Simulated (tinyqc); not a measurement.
# Arrhenius plot from several rate windows

Emission rate en = sn vth(T) Nc(T) exp(-Et/kB T) = sn g T^2 exp(-Et/kB T), g = vth Nc/(300 K)^2, as vth goes as T^0.5 and Nc as T^1.5 (degeneracy factor 1). Here the cross-section is thermally activated, sn exp(-Eb/kB T) with Eb = 0.11 eV. Each window ew gives the temperature where en = ew.

Values chosen for this exercise; material values close to those of gallium nitride:
```
symbol    value   unit                                      meaning
Nc      2.34e18  cm^-3   conduction-band density of states at 300 K
vth       2.6e7   cm/s                    thermal velocity at 300 K
Et         0.26     eV  depth of the trap below the conduction edge
sn      2.5e-15   cm^2                        capture cross-section
```

Constants: q = 1.602176634e-19 C, kB = 1.380649e-23 J/K. Results are converted to the units shown.

Result of one run:
```
ew (1/s),T peak (K),q/kB T (1/eV),ln(ew/T^2),ln ew
1300,237.1,48.94,-3.767,7.170
```

What becomes of these results when the rate window ew is changed from 1300 to 3900 1/s, all else the same?

Result of the changed run:
```
ew (1/s),T peak (K),q/kB T (1/eV),ln(ew/T^2),ln ew
3900,250.8,46.27,-2.780,8.269
```

The whole series:
```
ew (1/s),T peak (K),q/kB T (1/eV),ln(ew/T^2),ln ew
1.7,177.7,65.32,-9.829,0.5306
5.1,185.4,62.58,-8.816,1.629
15,193.7,59.91,-7.825,2.708
47,203.3,57.08,-6.779,3.850
140,213.4,54.39,-5.784,4.942
430,224.7,51.64,-4.766,6.064
1300,237.1,48.94,-3.767,7.170
3900,250.8,46.27,-2.780,8.269
```

The peak rises from 178 to 251 K. ln(ew/T^2) against q/kB T is a straight line of slope -0.3700 eV, which is Et + Eb and not Et = 0.26 eV: a capture barrier adds to the activation energy. Its intercept gives sn = 2.50e-15 cm^2. Leaving out the T^2 gives 0.4062 eV, too high by about 2 kB T.

tinyqc, about 0.01 s, one thread, Intel Xeon 2.30GHz (shared host): `OMP_NUM_THREADS=1 python tinyqc.py 2050122 2050123 out.jsonl`
